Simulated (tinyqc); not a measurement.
Inside a calculation. Model: Zener tunnelling in a reverse-biased junction, two-band WKB.

Numbers from tinyqc (`OMP_NUM_THREADS=1 python tinyqc.py 2620161 2620162 out.jsonl`; about 0.01 s on one thread of a shared Intel Xeon 2.30GHz). Printed values are rounded.

Abrupt p-n junction, depletion approximation. Energies E are counted from the conduction-band edge of the neutral n side; its Fermi level lies at dn, that of the p side at dn - V, and the valence-band edge of the neutral p side at Em = dn + dp - V. Tunnelling needs 0 < E < Em. Two-band dispersion with equal masses m: inside the gap kappa = sqrt(m u (1 - u/Eg)/C), u the distance from a band edge, C = hbar^2/(2 m0).

Values chosen for this exercise; band and dielectric values close to those of In0.53Ga0.47As: temperature T = 350 K; band gap Eg = 0.752 eV; relative permittivity eps_r = 13.9; conduction-band density of states at 350 K Nc = 2.67e17 cm^-3; valence-band density of states at 350 K Nv = 9.8e18 cm^-3; band-edge mass of the two-band model m = 0.045 m0; acceptor density Na = 4e19 cm^-3; donor density Nd = 8.5e18 cm^-3; bias of the p side V = -1.6 V; points of the energy grid nE = 9.

Constants: q = 1.602176634e-19 C, kB = 1.380649e-23 J/K, hbar = 1.054571817e-34 J s, h = 6.62607015e-34 J s, m0 = 9.1093837015e-31 kg, Vt = kB T/q, eps0 = 8.8541878128e-14 F/cm where lengths are in cm, hbar^2/(2 m0) = 0.0380998212 eV nm^2. Results are converted to the units shown.

Range of the model: Parabolic densities of states, no band tails and no gap narrowing, all of which matter at such doping.

## Fermi levels and built-in voltage

Nd = Nc F12(dn/Vt), Na = Nv F12(dp/Vt), F12(x) = (2/sqrt(pi)) int_0^infinity sqrt(u)/(1 + exp(u - x)) du; dn = EF - Ec on the n side, dp = Ev - EF on the p side (negative outside the bands); Vbi = Eg + dn + dp.

dn = 0.3642074 eV
dp = 0.08372833 eV
Vbi = 1.199936 V

Boltzmann statistics would give dn = 0.104 eV and dp = 0.0424 eV. At zero bias the bands of the two sides overlap by dn + dp.

## Width, field and exponent

W = sqrt(2 eps0 eps_r (Vbi - V)(1/Na + 1/Nd)/q), mean field F = (Vbi - V)/W, peak field 2 F. In a uniform field F the exponent is S = pi sqrt(m/C) Eg^1.5/(4 F). Transverse energy Et = C kt^2/m raises it to S (1 + 4 Et/Eg), so T = exp(-S) exp(-Et/Eb) with Eb = Eg/(4 S). KJ = (2 q^2/h) m/(4 pi C) (times 1e14 for A/cm^2 per eV^2).

W = 24.77120 nm
mean field = 1.130319 MV/cm
S = 4.924480
exp(-S) = 0.007266504
Eb = 38.17662 meV
tunnelling length Eg/F = 6.652989 nm

## Current density on a coarse grid

J = KJ exp(-S) Eb times the integral from 0 to Em of [f(E - dn) - f(E - dn + V)] [1 - exp(-min(E, Em - E)/Eb)] dE, f(x) = 1/(1 + exp(x/Vt)), with S and Eb from the mean field; J > 0 flows from p to n. KJ = (2 q^2/h) m/(4 pi C) (times 1e14 for A/cm^2 per eV^2). Simpson's rule on nE equally spaced points from 0 to Em.

```
point    E (eV)  difference of the f  transverse factor
0      0.000000            -0.000006           0.000000
1      0.255992            -0.026910           0.998776
2      0.511984            -0.992606           0.999999
3      0.767976            -0.999998           1.000000
4      1.023968            -1.000000           1.000000
5      1.279960            -1.000000           1.000000
6      1.535952            -0.999999           0.999999
7      1.791944            -0.996703           0.998776
8      2.047936            -0.058631           0.000000
```

integral = -1.542321 eV
KJ = 7.282399e8 A/(cm^2 eV^2)
J = -3.115819e5 A/cm^2

A converged quadrature gives -3.212e5 A/cm^2; this grid is 3.0 % below that in size.
